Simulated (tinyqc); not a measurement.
From results back to parameters: inversion layer as a triangular well, valleys of the Si type. Five cases, with inputs chosen for the exercise.

Problem. The spacing of the two lowest levels of one ladder was computed from a hidden sheet density Ns.

The field is taken as constant, e F = 4 pi (e^2/4 pi eps0)(Nd + eta Ns)/eps, with 1e12/cm^2 = 1e-4/angstrom^2, and the oxide as a hard wall at z = 0; c = hbar^2/2m0.

Level j of a valley lies at E_j = a_j (c (e F)^2/m_z)^(1/3) above the band edge at the surface, with the Airy zeros a_j = 2.338107, 4.087949, 5.520560, 6.786708, 7.944134, 9.022651, 10.040174, 11.008524, 11.936016, 12.828777, and has <z> = 2 E_j/(3 e F).

Constants: hbar^2/2m0 = 3.80998211 eV angstrom^2; e^2/(4 pi eps0) = 14.39964547 eV angstrom.

Find: F; Ns.

Method. e F = sqrt(m_z/c) [(E_1 - E_0)/(a_1 - a_0)]^(3/2), with a_0 and a_1 the first two zeros; then Ns = (eps e F/(4 pi e^2/4 pi eps0) - Nd)/eta.

Case 1.

Values chosen (near those of Si; not measured data):
- m_z = 0.93 m0 (confinement mass)
- eps = 11.6 (dielectric constant)
- Nd = 0.12 x 1e12/cm^2 (depletion charge)
- eta = 0.75 (share of Ns in the effective field)

E_1 - E_0 = 40.0090 meV

Solution.

F = 0.1708 MV/cm
Ns = 1.30 x 1e12/cm^2

Case 2.

Values chosen (near those of Si; not measured data):
- m_z = 0.901 m0 (confinement mass)
- eps = 11.6 (dielectric constant)
- Nd = 0.19 x 1e12/cm^2 (depletion charge)
- eta = 0.5 (share of Ns in the effective field)

E_1 - E_0 = 66.1238 meV

Solution.

F = 0.3572 MV/cm
Ns = 4.20 x 1e12/cm^2

Case 3.

Values chosen (near those of Si; not measured data):
- m_z = 0.922 m0 (confinement mass)
- eps = 11.9 (dielectric constant)
- Nd = 0.68 x 1e12/cm^2 (depletion charge)
- eta = 0.75 (share of Ns in the effective field)

E_1 - E_0 = 45.9692 meV

Solution.

F = 0.2095 MV/cm
Ns = 0.93 x 1e12/cm^2

Case 4.

Values chosen (near those of Si; not measured data):
- m_z = 0.914 m0 (confinement mass)
- eps = 11.6 (dielectric constant)
- Nd = 0.17 x 1e12/cm^2 (depletion charge)
- eta = 0.75 (share of Ns in the effective field)

E_1 - E_0 = 37.7522 meV

Solution.

F = 0.1552 MV/cm
Ns = 1.10 x 1e12/cm^2

Case 5.

Values chosen (near those of Si; not measured data):
- m_z = 0.3164 m0 (confinement mass)
- eps = 11.8 (dielectric constant)
- Nd = 0.61 x 1e12/cm^2 (depletion charge)
- eta = 0.5 (share of Ns in the effective field)

E_1 - E_0 = 114.8521 meV

Solution.

F = 0.4846 MV/cm
Ns = 5.10 x 1e12/cm^2

Computed by tinyqc, one run a case: `OMP_NUM_THREADS=1 python tinyqc.py N N+1 out.jsonl` with N = 1250485, 1250526, 1250532, 1250537, 1250555; one thread of a shared Intel(R) Xeon(R) Processor @ 2.30GHz, about 0.04 s a run at most.
